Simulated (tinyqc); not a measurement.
Configuration-coordinate model of a defect: Huang-Rhys factor and luminescence line shape: one step, computed by the program tinyqc.

Ground state E_g(Q) = (1/2) omega_g^2 Q^2; excited state E_e(Q) = E_0 + (1/2) omega_e^2 (Q - dQ)^2 with omega_e = omega_g and E_0 = E_ZPL. Q is mass-weighted; the dipole does not depend on Q (Condon approximation).

Problem. Emission lines at zero temperature. From the lowest excited level the line to ground level n lies at E_ZPL - n hbar omega_g with Franck-Condon weight exp(-S) S^n/n!; the emitted intensity carries a further factor E^3. S = S_g; up to eleven lines, of positive energy only, from n = max(0, integer part of S - 5).

Inputs (values chosen for the exercise, for a model defect in a wide-gap host): zero-phonon energy E_ZPL = 1.64 eV; ground-state phonon hbar omega_g = 21.3 meV.

Modes: equal frequencies in both states.

S_g = 7.105419

Give: Lines.

Solution.

Lines:
```
n   energy (eV)  weight  intensity / largest
2        1.5974  0.0207                0.166
3        1.5761  0.0491                0.379
4        1.5548  0.0872                0.646
5        1.5335  0.1239                0.881
6        1.5122  0.1467                1.000
7        1.4909  0.1489                0.973
8        1.4696  0.1322                0.827
9        1.4483  0.1044                0.625
10       1.4270  0.0742                0.425
11       1.4057  0.0479                0.262
12       1.3844  0.0284                0.148
```

The weight peaks at n = 7 and the intensity at n = 6.
